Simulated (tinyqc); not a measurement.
What each parameter does: three-level Kane dispersion of a narrow-gap semiconductor.

Zero of energy at Gamma8, c = hbar^2/2m0, P^2 = Ep c. The free-electron term and remote bands are left out, so the heavy holes are flat at E = 0 and the other three bands obey E (E - Eg)(E + Dso) = P^2 k^2 (E + 2 Dso/3). The conduction band is the highest root; its edge is Ec = max(Eg, 0).

Degenerate electrons at T = 0: kF = (3 pi^2 n)^(1/3), 1 cm^-3 = 1e-24 angstrom^-3; EF is the highest root at kF. The momentum (cyclotron, optical) mass is m(E) = hbar^2 k/(dE/dk) = c d(k^2)/dE with d(k^2)/dE = k^2 [1/E + 1/(E - Eg) + 1/(E + Dso) - 1/(E + 2 Dso/3)]; the density of states is k d(k^2)/dE/(2 pi^2).

Edge mass m0* = Eg (Eg + Dso)/(Ep (Eg + 2 Dso/3)).
Constants: hbar^2/2m0 = 3.80998211 eV angstrom^2.

Inputs chosen for the exercise (near those of InSb; not measured data):
- Eg = 0.243 eV (E(Gamma6) - E(Gamma8))
- Dso = 0.77 eV (spin-orbit splitting)
- Ep = 24.1 eV (Kane energy)
- n = 1.3e+18 cm^-3 (electron density)

Edge mass, EF - Ec and m(EF).

Results for these values:

| case | m0* (m0) | EF - Ec (meV) | m(EF) (m0) |
|---|---|---|---|
| base | 0.01350 | 190.12 | 0.03189 |

What happens to each result for Dso = 0.6545 eV, all else kept?

Answer: m0* falls from 0.01350 to 0.01332; EF - Ec rises from 190.12 to 192.32; m(EF) falls from 0.03189 to 0.03156.

The same for each parameter in turn:

| case | m0* (m0) | EF - Ec (meV) | m(EF) (m0) |
|---|---|---|---|
| base | 0.01350 | 190.12 | 0.03189 |
| n = 2.6e+18 cm^-3 | 0.01350 | 262.54 | 0.03854 |
| Eg = 0.2065 eV | 0.01162 | 200.92 | 0.03125 |
| Dso = 0.6545 eV | 0.01332 | 192.32 | 0.03156 |
| Ep = 20.485 eV | 0.01589 | 169.05 | 0.03522 |

Program tinyqc; command `OMP_NUM_THREADS=1 python tinyqc.py 1080603 1080604 out.jsonl`; about 0.01 s on one thread of a shared Intel(R) Xeon(R) Processor @ 2.30GHz.
